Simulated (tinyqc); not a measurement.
Fermi-level pinning from two metals.

Inverse problem. Cowley-Sze model with the space charge neglected: phiB = S (phiM - chi) + (1 - S)(Eg - phi0), S = 1/(1 + q Dit dl/(eps0 ei)), dl in cm. Find S, phi0 and Dit.

Parameters, values chosen for the exercise; band and dielectric values close to those of gallium phosphide:

| symbol | value | unit | meaning |
|---|---|---|---|
| Eg | 2.23 | eV | band gap |
| chi | 3.75 | eV | electron affinity |
| dl | 0.3 | nm | thickness of the interfacial layer |
| ei | 1 |  | relative permittivity of the interfacial layer |

Constants: q = 1.602176634e-19 C, eps0 = 8.8541878128e-14 F/cm where lengths are in cm. Results are converted to the units shown.

barriers for metals with phiM = 4.19 and 4.75 eV (eV): 0.65846117  1.1165126

Answer. S is the slope of phiB against phiM; either barrier then gives phi0, and S gives Dit.

S = 0.818
phi0 = 0.590 eV
Dit = 4.10e12 cm^-2 eV^-1

Numbers from tinyqc (`OMP_NUM_THREADS=1 python tinyqc.py 2020002 2020003 out.jsonl`; about 0.09 s on one thread of a shared Intel Xeon 2.30GHz).
